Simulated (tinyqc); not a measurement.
Length of a polyene: Hueckel, PPP and singles CI along the polyenes. Computed by the program tinyqc. Hueckel uses the same beta without repulsion; CIS keeps all single excitations and so misses the low, doubly excited 2Ag state. W is the valence ionisation energy of a centre, MN the Mataga-Nishimoto formula, f the oscillator strength.

All-trans chains of carbon centres 1.40 angstrom apart:
```
parameter,value
"beta (eV), times 1 +/- alternation",-2.220000
alternation,0.050000
W (eV),11.160000
gamma_rr (eV),10.190000
repulsion formula,Ohno
```

Gaps and excitations (eV):
```
centres,Hueckel gap,PPP orbital gap,bright singlet (CIS),f,lowest triplet (CIS)
2,4.662,11.901,6.137,0.526,3.187
4,3.008,9.474,4.822,0.994,2.222
6,2.254,8.241,4.039,1.396,1.762
8,1.828,7.505,3.531,1.752,1.513
10,1.554,7.024,3.179,2.071,1.364
12,1.365,6.691,2.925,2.363,1.269
```

What does the comparison show, and why?

The Hueckel gap tends to 4 x alternation x |beta| = 0.44 eV for long chains. Exchange opens the PPP orbital gap, and the attraction of electron and hole brings the bright state 3.77 eV below it at 12 centres; the triplet lies 1.66 eV lower still.
